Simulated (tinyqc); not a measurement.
Transfer curve: field-effect mobility of a thin-film transistor with band-tail and deep states (multiple trapping). Computed by tinyqc, a small Python program. Command: `OMP_NUM_THREADS=1 python tinyqc.py 3010573 3010574 out.jsonl tft walk`. One thread of a shared host (Intel(R) Xeon(R) Processor @ 2.30GHz), about 0.05 s of CPU time with the checks.

A thick film in accumulation at small drain voltage. Only free electrons move; trapped ones still screen the gate. N_c and mu_0 are held fixed when T changes, leaving out the T^(3/2) growth of N_c. x = E_0 - psi is the distance of the Fermi level below the band edge.

Inputs (values chosen for the exercise, modelled on polycrystalline silicon): permittivity eps = 11.7; effective density of states N_c = 2.7e+19 1/cm^3; band mobility mu_0 = 170 cm^2/(V s); tail density at the edge g_t = 3.4e+20 1/(eV cm^3); tail width E_t = 37 meV; deep-state density g_d = 1.7e+17 1/(eV cm^3); flat-band Fermi level below the edge, E_0 = 0.63 eV; equivalent oxide thickness t = 9.1 nm; temperature T = 300 K.

Deep states: included.

Constants: k_B = 8.617333262e-05 eV/K; e = 1.602176634e-19 C; eps_0 = 8.8541878128e-12 F/m.

Method:
- F_j(eta) = int_0^infinity x^j/(1 + exp(x - eta)) dx, without a gamma-function factor.
- Integrals over x = E/(k_B T) use 160 Gauss-Legendre points in u = sqrt(x) from 0 to sqrt(max(eta, 0) + 32).
- Free n(x) = N_c (2/sqrt(pi)) F_1/2(-x/k_B T), with F_1/2 from its two-term series in exp(-x/k_B T) for x >= 12 k_B T; tail n_t(x) = int_0^1.2eV g_t exp(-E/E_t)/(1 + exp((x - E)/k_B T)) dE, E counted down from the edge, 120 Gauss-Legendre points; deep charge g_d psi; space charge rho(psi) = n + n_t + g_d psi less its value at psi = 0.
- Poisson: F(psi) = sqrt((2 e/(eps eps_0)) int_0^psi rho dpsi'); V_G - V_FB = psi_s + eps F(psi_s) t/3.9; free sheet density N_f = int (n - n(E_0))/F dpsi; induced sheet density N_i = eps eps_0 F(psi_s)/e; trapezoid rule on 301 even points in psi, the first interval left out of N_f.
- mu_eff = mu_0 N_f/N_i; field-effect mobility mu_FE = mu_0 e (dN_f/dV_G)/C_ox and swing S = dV_G/dlog10(N_f), by a central difference of +/- 2 mV in psi_s; C_ox = 3.9 eps_0/t.

Against the band bending:
```
psi_s (V)  V_G - V_FB (V)  N_f (1/cm^2)  mu_eff (cm^2/(V s))  mu_FE (cm^2/(V s))  S (mV/decade)
0.22               0.3176    2.9382e+06           2.1606e-03          4.8516e-03          100.2
0.32               0.4640    9.0679e+07           4.5205e-02          1.5217e-01           98.6
0.39               0.5750    1.0583e+09           4.1067e-01          1.5334e+00          114.2
0.45               0.6989    8.3507e+09           2.4082e+00          7.8612e+00          175.7
0.50               0.8669    4.2205e+10           8.2561e+00          2.1385e+01          326.4
0.55               1.1724    1.8639e+11           2.1496e+01          4.6051e+01          669.2
0.60               1.7459    7.1739e+11           4.4936e+01          8.5052e+01         1394.4
0.64               2.5294    1.8516e+12           7.0341e+01          1.1921e+02         2567.3
0.69               4.0401    4.6922e+12           1.0053e+02          1.4541e+02         5333.0
```

What follows from these numbers?

The steepest swing among the rows is 99 mV/decade, close to the estimate for deep states alone, ln(10)(k_B T/e)(1 + sqrt(e eps eps_0 g_d)/C_ox) = 86. mu_eff climbs from 0.0022 to 100, 59 % of mu_0 in the last row. Between rows 6 and 7 N_f scales as (V_G - V_FB - psi_s)^2.21; an exponential tail holding all the charge would give the larger of 1 and 2 E_t/k_B T - 1, here 1.86, and free charge alone 1; charge in deep states makes the exponent larger and lets it vary with V_G.
